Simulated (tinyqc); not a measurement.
Gain spectrum: optical gain and spontaneous emission in a bulk direct-gap semiconductor.

Parabolic bands, vertical transitions, no excitons. For each hole band j: mr = me mj/(me + mj); joint density of states J_j(E) = (mr/c)^(3/2) sqrt(E - Eg)/(2 pi^2), both spins, c = hbar^2/2m0; averaged matrix element |e.p|^2 = m0 Ep/6; alpha_j(E) = 4 pi^2 alpha_f c Ep J_j/(3 nr E) in 1/angstrom (alpha_f the fine-structure constant, listed as alpha among the constants), times 1e8 for 1/cm.

F_j(eta) = (1/Gamma(j + 1)) integral_0^infinity x^j dx/(1 + exp(x - eta)), which tends to exp(eta) for eta << 0.

Quasi-Fermi levels: n = Nc F_1/2(Fc/kT) and p = Nv F_1/2(Fv/kT), Fc counted up from the conduction edge and Fv down from the valence edge; Nc, Nv from N = 2 (m kB T/(4 pi c))^(3/2) with c = hbar^2/2m0, in 1/angstrom^3; times 1e24 for 1/cm^3, with me and (mhh^(3/2) + mlh^(3/2))^(2/3).

For band j the electron sits at Ee = (E - Eg) mr/me above its edge and the hole at Eh = (E - Eg) mr/mj; fe = 1/(1 + exp((Ee - Fc)/kT)), fh = 1/(1 + exp((Eh - Fv)/kT)); gain g = sum_j alpha_j (fe + fh - 1).

Constants: hbar^2/2m0 = 3.80998211 eV angstrom^2; fine-structure constant alpha = 0.007297352564; kB = 8.617333262e-05 eV/K.

Parameters, chosen for this exercise (near those of InP; shifted at random, so the results belong to these values and not to a real crystal): Eg = 1.325 eV (direct gap); me = 0.0768 m0 (electron mass); mhh = 0.615 m0 (heavy-hole mass); mlh = 0.0888 m0 (light-hole mass); Ep = 20.5 eV (Kane energy); nr = 3.4 (refractive index); T = 350 K; n = 6.1e+18 1/cm^3 (injected density, n = p).

At the density n.

Spectrum:

| E - Eg (eV) | alpha, empty (1/cm) | fe, heavy | fh, heavy | g (1/cm) |
|---|---|---|---|---|
| 0.005 | 2093 | 0.993 | 0.298 | 602 |
| 0.010 | 2949 | 0.992 | 0.295 | 823 |
| 0.020 | 4139 | 0.989 | 0.287 | 1085 |
| 0.030 | 5032 | 0.985 | 0.280 | 1235 |
| 0.045 | 6096 | 0.977 | 0.269 | 1341 |
| 0.060 | 6962 | 0.965 | 0.258 | 1344 |
| 0.080 | 7925 | 0.939 | 0.244 | 1208 |
| 0.100 | 8736 | 0.895 | 0.231 | 886 |
| 0.130 | 9755 | 0.778 | 0.212 | -76 |
| 0.170 | 10857 | 0.519 | 0.188 | -2446 |
| 0.220 | 11951 | 0.198 | 0.162 | -6052 |

Fc + Fv = 0.1282 eV

What does the comparison show?

g is positive below E - Eg = 0.1282 eV; the largest value listed is 1344 1/cm at 0.060 eV. At 0.220 eV above the gap g is -0.51 times the absorption of the empty crystal, whose limit is -1.

Computed by tinyqc, a small Python program: `OMP_NUM_THREADS=1 python tinyqc.py 1680625 1680626 out.jsonl` (the numbers bound the seed that draws the inputs); one thread of a shared host (Intel(R) Xeon(R) Processor @ 2.30GHz), about 0.08 s for the whole set of steps.
